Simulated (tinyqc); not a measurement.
Balance functions: hot carriers by balance equations with a heated Maxwellian. Computed by tinyqc, a small Python program. Command: `OMP_NUM_THREADS=1 python tinyqc.py 3008927 3008928 out.jsonl hot walk`. One thread of a shared host (Intel(R) Xeon(R) Processor @ 2.30GHz), about 0.02 s of CPU time with the checks.

The carriers follow a Maxwellian at an electron temperature T_e, slightly displaced; the drift energy is neglected against k_B T_e. The balance averages the rate, not the time, so mu_0 lies below the relaxation-time value.

Inputs (values chosen for the exercise, modelled on electrons in diamond):
```
quantity                                          value       unit
effective mass m                                  0.499        m_0
density rho                                        3515     kg/m^3
sound velocity v_l                                18600        m/s
acoustic deformation potential D_A                  8.4         eV
phonon energy hbar w                                141        meV
optical or intervalley deformation potential D_o    8.7  1e8 eV/cm
final valleys Z_f                                     5          -
lattice temperature T                               300          K
```

Band: parabolic. Solver: damped fixed point.

Constants: k_B = 8.617333262e-05 eV/K; k_B = 1.380649e-23 J/K; e = 1.602176634e-19 C; hbar = 1.054571817e-34 J s; m_0 = 9.1093837015e-31 kg; hbar = 6.582119569e-16 eV s.

Method:
- Parabolic band: E = hbar^2 k^2/(2 m), speed v = hbar k/m, states per spin, volume and energy g(E) = m k/(2 pi^2 hbar^2). Masses are multiplied by m_0 and all formulas are in SI units.
- Phonon occupation N_q = 1/(exp(hbar w/(k_B T)) - 1).
- Acoustic deformation potential (elastic, equipartition, absorption and emission together): 1/tau = 2 pi k_B T D_A^2 g(E)/(hbar rho v_l^2).
- Optical or intervalley deformation potential: 1/tau = (pi Z_f D_o^2/(rho w)) [N_q g(E + hbar w) + (N_q + 1) g(E - hbar w)], with g = 0 below the band edge.
- Averages over the Maxwellian, <y> = int y x^(1/2) exp(-x) dx / int x^(1/2) exp(-x) dx with x = E/(k_B T_e), split at x_0 = hbar w/(k_B T_e): 64 Gauss-Legendre points in sqrt(x) below it and 128 in sqrt(x - x_0) above it, up to x = 32. Momentum balance: mu(T_e) = e/(m nu), nu = <x (sum of rates)>/<x>. Power lost per carrier: P(T_e) = hbar w <emission rate - absorption rate> + <(2 m v_l^2/(k_B T)) (E - 2 k_B T) acoustic rate>.
- The field that sustains T_e follows from e mu F^2 = P.

Against the electron temperature:
```
T_e (K)  mu (cm^2/(V s))  P optical (1e9 eV/s)  P acoustic (1e9 eV/s)  F (kV/cm)  drift velocity (1e7 cm/s)
330               3040.8            5.0416e+00             2.0578e-01       1.31                     0.3995
390               2206.8            2.0190e+01             6.7111e-01       3.07                     0.6785
480               1451.8            5.5437e+01             1.4891e+00       6.26                     0.9091
600                948.4            1.2180e+02             2.7747e+00      11.46                     1.0870
900                499.9            3.3984e+02             6.7966e+00      26.33                     1.3163
1500               279.4            8.0590e+02             1.7549e+01      54.29                     1.5168
2400               188.5            1.4001e+03             3.8846e+01      87.37                     1.6469
3600               142.5            2.0222e+03             7.4762e+01     121.29                     1.7289
```

What follows from these numbers?

Optical phonons take 96 % of the power in the first row and 96 % in the last. The velocity grows as F^0.62 at first and as F^0.15 at the end, so it levels off; if optical phonons alone set both balances the limit at high T_e would be sqrt(3 hbar w tanh(hbar w/2 k_B T)/(4 m)) = 1.92 in the same unit. Rows above 1400 K (k_B T_e > 0.12 eV) stretch the parabolic band.
